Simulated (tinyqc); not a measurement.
Molecular dynamics of a small cluster by velocity Verlet steps: one step, computed by the program tinyqc. Command: `OMP_NUM_THREADS=1 python tinyqc.py 3029285 3029286 out.jsonl verlet walk`. One thread of a shared host (Intel(R) Xeon(R) Processor @ 2.30GHz), about 0.1 s of CPU time with the checks.

E = sum_(i<j) phi(r_ij), phi(r) = eps [exp(-2 alpha (r - r0)) - 2 exp(-alpha (r - r0))]; the force on i is -sum_j phi'(r_ij) (R_i - R_j)/r_ij.

Question. State at the start. Velocity Verlet: a = c F/M with c = 9.648533212e-3 angstrom/fs^2 per eV/(angstrom u); R(new) = R + v dt + a dt^2/2; v(new) = v + (a + a(new)) dt/2. Kinetic energy K = M v^2/(2c); temperature T = 2K/((3N - 3) k_B), rotation of the cluster included. After each step v is scaled by sqrt(1 + (dt/tau)(T0/T - 1)).

Inputs (values chosen for the exercise, for model atoms):
```
quantity               value        unit
length r0               2.32    angstrom
well depth eps          0.23          eV
stiffness alpha         1.91  1/angstrom
atomic mass M            116           u
time step dt              13          fs
target temperature T0    100           K
coupling time tau        200          fs
```

Potential: Morse. Thermostat: Berendsen.

starting positions (angstrom):
```
           x      y     z
atom 1  0.03      0  0.01
atom 2  2.37  -0.03     0
atom 3  1.21   2.02  0.03
atom 4  1.18   0.72  1.91
```

starting velocities (angstrom/fs):
```
              x         y         z
atom 1  0.00012  -0.00076  -0.00053
atom 2    6e-05   0.00103  -0.00029
atom 3  -0.0006   -0.0005   0.00033
atom 4  0.00042   0.00023    0.0005
```

Constants: 1 eV/(angstrom u) = 9.648533212e-03 angstrom/fs^2; k_B = 8.617333262e-05 eV/K.

Give: forces; potential energy; kinetic energy; temperature.

Answer.

forces (eV/angstrom):
```
                x          y          z
atom 1   0.059273   0.033596   0.019396
atom 2  -0.096379   0.071213   0.061454
atom 3   0.011821  -0.037800  -0.052869
atom 4   0.025284  -0.067009  -0.027982
```

potential energy = -1.3751 eV

kinetic energy = 0.019355 eV

temperature = 49.911 K
